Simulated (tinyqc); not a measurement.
# Width from the threshold shift

Inverse problem. Undoped body with a flat potential across it, hard walls, transport along x. One isotropic valley (g = 1, mx = my = mz = me). Non-parabolicity enters the subband edges through E (1 + al E) = gamma, so E = 2 gamma/(1 + sqrt(1 + 4 al gamma)); motion within a subband is taken as parabolic with the band-edge mass. Energies are counted from the bulk band edge. gamma = C pi^2 [a^2/(my (t + dl)^2) + b^2/(mz (H + dl)^2)], C = hbar^2/(2 m0). Each subband has N_k = g sqrt(2 mx m0 kB T/(pi hbar^2)); without degeneracy n = exp(EF/Vt) sum N_k exp(-E_k/Vt). Classical value Nc times t H, Nc = sum over valleys of 2 g (m m0 kB T/(2 pi hbar^2))^1.5 with m = (mx my mz)^(1/3). Threshold shift dVT = Vt ln(classical value/sum N_k exp(-E_k/Vt)). Find t and the lowest subband edge.

Inputs (values chosen for the exercise); masses close to those of InAs: temperature T = 77 K; mass at the band edge me = 0.0231 m0; non-parabolicity al = 2.6 1/eV; widening of the box by penetration into the insulator dl = 0.3 nm; height (along z) H = 7.7 nm.

Constants: q = 1.602176634e-19 C, kB = 1.380649e-23 J/K, hbar = 1.054571817e-34 J s, m0 = 9.1093837015e-31 kg, Vt = kB T/q, hbar^2/(2 m0) = 0.0380998212 eV nm^2. Results are converted to the units shown.

dVT = 263.71094 mV

Answer. dVT is evaluated for trial values of t with all subbands; between 1.5 and 25 nm one value matches.

t = 7.70 nm
E_1 = 290 meV

Computed by the program tinyqc: `OMP_NUM_THREADS=1 python tinyqc.py 2350123 2350124 out.jsonl`, one thread of a shared Intel Xeon 2.30GHz, about 0.1 s for the whole run.
